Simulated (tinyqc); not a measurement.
Yield over energy: physical sputtering: collision-cascade yield, angular dependence, faceting and resputtering in deposition. Computed by tinyqc, a small Python program. Command: `OMP_NUM_THREADS=1 python tinyqc.py 3024144 3024145 out.jsonl sputter walk`. One thread of a shared host (Intel(R) Xeon(R) Processor @ 2.30GHz), about 0.01 s of CPU time with the checks.

Ions start collision cascades; atoms that reach the surface with more than U leave. The target is amorphous or fine-grained.

Inputs (values chosen for the exercise, modelled on krypton ions on silicon): ion Z1 = 36; ion mass M1 = 83.8 u; target Z2 = 14; target mass M2 = 28.09 u; surface binding energy U = 4.63 eV; target density N = 49.9 1/nm^3; fit factor Q = 0.66; ion energy E = 240 eV; current density J = 0.11 mA/cm^2.

Constants: e = 1.602176634e-19 C.

Method. gamma = 4 M1 M2/(M1 + M2)^2; threshold E_th = 6.7 U/gamma for M1 >= M2, else U (1 + 5.7 M1/M2)/gamma. eps = 0.03255 M2 E/(Z1 Z2 (M1 + M2) z), z = (Z1^(2/3) + Z2^(2/3))^(1/2), E in eV; s_n = 3.441 sqrt(eps) ln(eps + 2.718)/(1 + 6.355 sqrt(eps) + eps (6.882 sqrt(eps) - 1.708)); S_n = 84.78 Z1 Z2 M1 s_n/((M1 + M2) z) in eV angstrom^2; alpha = 0.249 (M2/M1)^0.56 + 0.0035 (M2/M1)^1.5 for M1 <= M2, else 0.0875 (M2/M1)^(-0.15) + 0.165 M2/M1; Y0 = 0.042 Q alpha S_n/U [1 - sqrt(E_th/E)]^2.5 (the electronic-loss factor of the full formula is dropped). Erosion rate = Y0 J/(e N); 1 cm^2 = 1e14 nm^2.

threshold E_th = 41.2461 eV

Normal incidence:
```
E (eV)         eps  S_n (eV angstrom^2)      Y0  Y0 per keV
100     3.9662e-04                476.5  0.0346     0.34595
200     7.9324e-04                644.3  0.1345     0.67256
300     1.1899e-03                763.5  0.2274     0.75790
500     1.9831e-03                937.6  0.3814     0.76278
1000    3.9662e-03               1217.6  0.6546     0.65461
2000    7.9324e-03               1544.9  0.9944     0.49718
5000    1.9831e-02               2031.9  1.5187     0.30375
10000   3.9662e-02               2416.2  1.9410     0.19410
30000   1.1899e-01               2961.8  2.5556     0.08519
100000  3.9662e-01               3189.0  2.8730     0.02873
```

What follows from these numbers?

The yield per keV peaks at 500 eV among these rows, 12 times the threshold, the most economical range for removing atoms. Y0 varies as E^1.96 between the first rows and as E^0.10 at the end, where nuclear stopping is flattening. Caution: within a few times the threshold, cascades are short and these fits are rough. Caution: the electronic-loss factor, dropped here, would lower the yields at the highest energies slightly.

Extremes, crossings and ranges named in words are read from the listed rows.
